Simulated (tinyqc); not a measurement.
Charge pumping in an n-channel transistor: two steps of the calculation.

The gate is pulsed from accumulation to inversion and back. Energies E are counted from the intrinsic level; Dit(E) = D0 [1 + b (2 E/Eg)^2]. During each edge the traps near the bands emit their carriers, and those between Eh and Ee recombine once a cycle.

Values chosen for this exercise; band and dielectric values close to those of silicon: temperature T = 250 K; band gap Eg = 1.1 eV; conduction-band density of states at 250 K Nc = 2.12e19 cm^-3; valence-band density of states at 250 K Nv = 2.02e19 cm^-3; gate area A = 0.069 um^2; trap density at midgap D0 = 1.9e10 cm^-2 eV^-1; rise of the trap density towards the band edges b = 2.8; cross-section for electrons sn = 1.4e-16 cm^2; cross-section for holes sp = 2.2e-15 cm^2; thermal velocity at 250 K, one nominal value for electrons and holes vth = 1.4e7 cm/s; Vth - Vfb dV = 0.59 V; pulse height Va = 1.7 V; frequency f = 6.4e5 Hz; rise time tr = 17 ns; fall time tf = 28 ns.

Constants: q = 1.602176634e-19 C, kB = 1.380649e-23 J/K, Vt = kB T/q. Results are converted to the units shown.

Question 1. Emission levels. ni = sqrt(Nc Nv) exp(-Eg/(2 Vt)), Eg in volts; emission times te = (dV/Va) tf and th = (dV/Va) tr; Ee = -Vt ln(vth sn ni te), Eh = +Vt ln(vth sp ni th).

Wanted: ni; te; th; Ee; Eh.

Answer 1.

ni = 1.692e8 cm^-3
te = 9.718 ns
th = 5.900 ns
Ee = 0.4212 eV
Eh = -0.3726 eV

The window covers 72.2 % of the gap.

Question 2. Pumped charge and current. Nit = integral of Dit from Eh to Ee = D0 [Ee - Eh + 4 b (Ee^3 - Eh^3)/(3 Eg^2)], Qcp = q A Nit, Icp = f Qcp.

Ee = 0.42124132 eV
Eh = -0.37264863 eV

Wanted: Nit; mean Dit; traps pumped a cycle; Icp.

Answer 2.

Nit = 2.2499e10 cm^-2
mean Dit = 2.8341e10 cm^-2 eV^-1
traps pumped a cycle = 15.525
Icp = 1.5919 pA

Range of the model: The Fermi levels of inversion and accumulation are taken to lie beyond Ee and Eh, the flat tops to fill all traps, and no geometric current is added.

Program tinyqc, `OMP_NUM_THREADS=1 python tinyqc.py 2030155 2030156 out.jsonl`; Intel Xeon 2.30GHz, shared host, one thread, about 0.01 s.
